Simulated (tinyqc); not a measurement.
# Millisecond and nanosecond annealing: surface heating, thermal budget and solid-phase regrowth, step by step

A worked calculation. Computed by tinyqc, a small Python program that keeps every step. Command: `OMP_NUM_THREADS=1 python tinyqc.py 3010753 3010754 out.jsonl flash walk`. One thread of a shared host (Intel(R) Xeon(R) Processor @ 2.30GHz), about 0.02 s of CPU time with the checks. Intermediate numbers are printed to about 7 digits and carried at full precision; extremes and crossings named in words are read from the listed rows.

A square pulse heats the surface of a thick wafer with constant thermal properties; losses by radiation are neglected and silicon melts at 1414 C.

Inputs (values chosen for the exercise, modelled on hot silicon with arsenic):
```
quantity,value,unit
incident fluence,0.166,J/cm^2
pulse length t_p,4.9e-08,s
reflectance R,0.34,-
thermal conductivity k,0.27,W/(cm K)
heat capacity per volume c,2.11,J/(cm^3 K)
preheat temperature T0,400,C
wafer thickness d,775,um
dopant prefactor D0,10.4,cm^2/s
dopant activation energy E,4.02,eV
regrowth prefactor v0,5.5e+08,cm/s
regrowth energy E_v,2.71,eV
amorphous layer,7.1,nm
```

Source: pulsed laser.

Constants: k_B = 8.617333262e-05 eV/K.

## Peak temperature

Absorbed flux q = (1 - R) fluence/t_p; kappa = k/c. With f(z, t) = (2 q/k) sqrt(kappa t) ierfc(z/(2 sqrt(kappa t))), ierfc(x) = exp(-x^2)/sqrt(pi) - x erfc(x): T = T0 + f(z, t) during the pulse and T0 + f(z, t) - f(z, t - t_p) after it. At the surface the rise at the end of the pulse is 2 q sqrt(t_p/(pi k c)); the fluence that just melts the surface scales with (1414 - T0).

absorbed flux q = 2235918 W/cm^2

kappa = 0.1279621 cm^2/s

thermal length sqrt(kappa t_p) = 0.7918423 um

peak temperature = 1139.922 C

fluence at the melting threshold = 0.2274888 J/cm^2

The heated layer is 0.1 % of the wafer thickness, so the cold bulk quenches the surface.

## Temperature in depth and time

The formulas are those given above.

Temperature (C):
```
t/t_p,surface,z = 0.5 thermal lengths,z = 1,z = 2
0.10,633.984,438.8318,402.5853,400.0005
0.25,769.961,530.9125,432.9539,400.6413
0.50,923.204,659.4057,509.2664,411.1354
0.75,1040.791,765.5916,587.5294,434.5231
1.00,1139.922,857.8220,661.8250,465.9077
1.10,942.053,853.0157,687.6956,479.8308
1.50,783.012,756.4395,688.1868,528.6054
2.00,706.486,693.2473,656.9865,552.6250
4.00,598.261,594.7167,584.4606,548.5912
10.00,520.073,519.2844,516.9500,508.0608
```

One tenth of a pulse length after the end the surface has lost 198 C: cooling starts as sqrt(t - t_p), much faster than heating ends.

## Thermal budget

Temperatures in kelvin are T(C) + 273.15. Integrate exp(-E/(k_B T(t))) at the surface from 0 to 10 t_p (Gauss-Legendre, 60 points in sqrt(t) up to t_p and 60 in sqrt(t - t_p) after it). (Dt) = D0 x integral with E; regrowth = v0 x integral with E_v; effective time = integral/exp(-E/(k_B T_peak)).

budget (Dt) = 2.585766e-22 cm^2

diffusion length 2 sqrt(Dt) = 3.216063e-04 nm

effective time over t_p = 0.1103702

possible regrowth = 0.009412997 nm

Only 11.0 % of the pulse counts at the peak; the estimate 2 k_B T_peak^2/(E (T_peak - T0)) gives 11.6 %. The amorphous layer of 7.1 nm regrows only by 0.13 % of its thickness. Caution: equilibrium diffusivities are used; implant damage enhances diffusion, and k and c vary with temperature. Caution: a diffusion length below the atomic spacing of 0.235 nm means about one jump per atom or fewer, so the profile does not change measurably.

## Same peak temperature, different pulse lengths

For each t_p the flux is set so that the peak temperature stays the same: q sqrt(t_p) is fixed.

Pulses:
```
t_p (s),fluence (J/cm^2),q (W/cm^2),thermal length (um),2 sqrt(Dt) (nm),regrowth (nm)
1.00e-07,2.371429e-01,1.565143e+06,1.131203e+00,4.594376e-04,1.921020e-02
1.00e-06,7.499116e-01,4.949416e+05,3.577179e+00,1.452869e-03,1.921020e-01
1.00e-05,2.371429e+00,1.565143e+05,1.131203e+01,4.594376e-03,1.921020e+00
1.00e-04,7.499116e+00,4.949416e+04,3.577179e+01,1.452869e-02,1.921020e+01
3.00e-04,1.298885e+01,2.857547e+04,6.195856e+01,2.516444e-02,5.763060e+01
1.00e-03,2.371429e+01,1.565143e+04,1.131203e+02,4.594376e-02,1.921020e+02
3.00e-03,4.107435e+01,9.036356e+03,1.959302e+02,7.957693e-02,5.763060e+02
1.00e-02,7.499116e+01,4.949416e+03,3.577179e+02,1.452869e-01,1.921020e+03
```

Fluence and diffusion length grow as sqrt(t_p), regrowth as t_p. The layer of 7.1 nm regrows from t_p = 0.0001 s on among these rows, at a diffusion length of 0.015 nm. Caution: the shortest pulses need a source absorbed within their thermal length, and the longest also heat the back of the wafer, which the thick-wafer formula leaves out.

Checks made by the program: heat stored at the end of the pulse against the absorbed fluence (relative difference below 1e-10).
